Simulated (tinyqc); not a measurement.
Mesh and choice of bands: charge neutrality level from zone-averaged pseudopotential bands.

Empirical pseudopotential on the fcc lattice, atoms at +/- tau, tau = a (1,1,1)/8, no spin-orbit coupling. H(G,G') = c (2 pi/a)^2 |k + G|^2 delta + VS(q) cos(q.tau) + i VA(q) sin(q.tau), q = G - G', c = hbar^2/2m0; k and G in units of 2 pi/a; VS at |q|^2 = 3, 8, 11 and VA at 3, 4, 11, in rydberg, zero elsewhere. At each k the basis holds all G with |k + G|^2 up to 16; energies are counted from the fourth level at Gamma.

Mesh: k = sum_i (n_i + 1/2)/N b_i, n_i = 0 ... N - 1, b = (-1,1,1), (1,-1,1), (1,1,-1); points with the same sorted |kx|, |ky|, |kz| after folding to the shortest k + G are joined, with their count as weight. Neutrality (branch-point) level: E_N = (1/2) mean over k of [E5 + (E3 + E4)/2], E_n the n-th level from below.

Constants: hbar^2/2m0 = 3.80998211 eV angstrom^2; Ry = 13.60569312 eV.

Inputs chosen for the exercise (out of a larger set: classic local form factors of the size used for InAs, without spin-orbit coupling; not measured data): a = 6.027 angstrom (lattice constant); VS = (-0.223, -0.001, 0.049) Ry (symmetric form factors); VA = (0.079, 0.049, 0.031) Ry (antisymmetric form factors).

E_N with E5 alone, and with (E5 + E6)/2 in its place.

Results:
```
N  joined points  E_N (eV)  E_N, two conduction bands (eV)
1              1    0.3638                          1.2500
2              2    0.5452                          1.2070
3              6    0.7150                          1.0904
4             10    0.6886                          1.1120
5             19    0.7016                          1.1039
```

How do the results move, and what explains it?

For scale, the lowest gap of this set is 0.31 eV. Against N = 5 the errors are -338, -156, +13 and -13 meV for N = 1 to 4 (N = 1 is the L point alone). Taking the second conduction band in moves E_N by +0.40 eV, more than the mesh error at N = 2: the definition, not the mesh, limits the estimate. Local form factors place the indirect gaps only to a few tenths of an eV, and E_N moves with them.

tinyqc: `OMP_NUM_THREADS=1 python tinyqc.py 1851017 1851018 out.jsonl`; about 0.08 s, one thread, shared Intel(R) Xeon(R) Processor @ 2.30GHz.
